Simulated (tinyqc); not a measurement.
# Worked calculation: CMOS latch-up, two-transistor model

Computed by the program tinyqc: `OMP_NUM_THREADS=1 python tinyqc.py 2670114 2670115 out.jsonl`, one thread of a shared Intel Xeon 2.30GHz, about 0.06 s for the whole run. Printed values are rounded.

A parasitic pnp (emitter at Vdd, base shunted by Rw) and npn (emitter at ground, base shunted by Rs) feed each other: the npn collector current flows out of the pnp base node, the pnp collector current into the npn base node. Forward-active transistors with constant gains: Icn = Isn exp(Vn/Vt), Icp = Isp (exp(Vp/Vt) - 1). A current Ii is injected into the npn base node.

Values chosen for this exercise; values close to those of bulk CMOS:
- T = 325 K (temperature)
- bn = 11 (current gain of the npn)
- bp = 2.6 (current gain of the pnp)
- Isn = 3.1e-14 A (saturation current of the npn at T)
- Isp = 2.2e-13 A (saturation current of the pnp at T)
- Rs = 88 ohm (substrate resistance shunting the npn)
- Rw = 670 ohm (well resistance shunting the pnp)
- R2 = 400 ohm (resistance from the pnp collector to the npn base)
- Von = 0.73 V (base-emitter voltage in the on state)
- Vsat = 0.17 V (saturation voltage)
- Vdd = 3.3 V (supply voltage)
- Ii = 7.49 mA (current injected into the substrate)

Constants: q = 1.602176634e-19 C, kB = 1.380649e-23 J/K, Vt = kB T/q. Results are converted to the units shown.

## Holding current and voltage

On state with both base-emitter voltages at Von: npn base current Ib = (Von/Rs + bp Von/Rw)/(bn bp - 1), holding current Ih = (bn + 1) Ib + Von/Rs, holding voltage Vh = Vsat + Von + R2 (Ib + Von/Rs).

bn bp = 28.6
Ib = 0.403199 mA
Ih = 13.1338 mA
Vh = 4.37946 V

Vh is above Vdd = 3.3 V, so the supply cannot sustain a latched state.

## The off branch

| point | Vn (V) |
|---|---|
| 0 | 0.471 |
| 1 | 0.551 |
| 2 | 0.601 |
| 3 | 0.631 |
| 4 | 0.651 |
| 5 | 0.671 |
| 6 | 0.686 |
| 7 | 0.701 |

Node equations: Vp/Rw + Icp/bp = Icn and Vn/Rs + Icn/bn = Icp + Ii. Loop gain G = gn gp/[(1/Rw + gp/bp)(1/Rs + gn/bn)], gn = Icn/Vt, gp = (Icp + Isp)/Vt; the off state ends where G = 1, and Ii there is the trigger current. For each Vn: Icn, then Vp from the first equation, then Ii from the second.

| point | Icn (mA) | Vp (V) | Icp (mA) | Ii (mA) | G |
|---|---|---|---|---|---|
| 0 | 6.2397e-4 | 4.1806e-4 | 3.3086e-12 | 5.3523 | 1.0472e-11 |
| 1 | 0.010857 | 0.0072744 | 6.5251e-11 | 6.2624 | 2.3209e-10 |
| 2 | 0.064725 | 0.043366 | 8.1490e-10 | 6.8354 | 4.9438e-9 |
| 3 | 0.18892 | 0.12658 | 1.9976e-8 | 7.1876 | 2.7213e-7 |
| 4 | 0.38586 | 0.25852 | 2.2454e-6 | 7.4328 | 5.8667e-5 |
| 5 | 0.78807 | 0.52116 | 0.026554 | 7.6701 | 1.0319 |
| 6 | 1.3464 | 0.62484 | 1.0759 | 6.8420 | 7.2153 |
| 7 | 2.3003 | 0.65731 | 3.4299 | 4.7451 | 10.992 |

Ii peaks at 7.670 mA, at Vn = 0.6709 V where G = 1; beyond it the loop feeds itself.

## Iteration 1: response to the injected current, once round the loop per iteration

Vn at the start = 0.52 V

Icn = Isn exp(Vn/Vt); Vp solves Vp/Rw + Icp/bp = Icn; Vn(new) solves Vn/Rs + (Isn/bn) exp(Vn/Vt) = Icp + Ii.

Icn = 0.00358928 mA
Vp = 0.00240481 V
Icp = 1.97255e-11 mA
Vn after iteration 1 = 0.655496 V

## Iteration 2: response to the injected current, once round the loop per iteration

As before.

Icn = 0.453043 mA
Vp = 0.303536 V
Icp = 1.12033e-5 mA
Vn after iteration 2 = 0.655497 V

## Course of the iteration: response to the injected current, once round the loop per iteration

Stop when Vn changes by less than 1e-9 V, or after 150 iterations. Vn must stay below 1.1 V.

Course of the iteration:

| iteration | Vn (V) | \|change\| (V) |
|---|---|---|
| 1 | 0.655496 | 0.135 |
| 2 | 0.655497 | 8.73e-7 |
| 3 | 0.655497 | 2.95e-10 |

Converged in 3 iterations. The change falls from 0.14 in the first iteration to below the tolerance in the last. An off state exists, since Ii is below the trigger current, the largest Ii that the node equations allow, 7.670 mA.
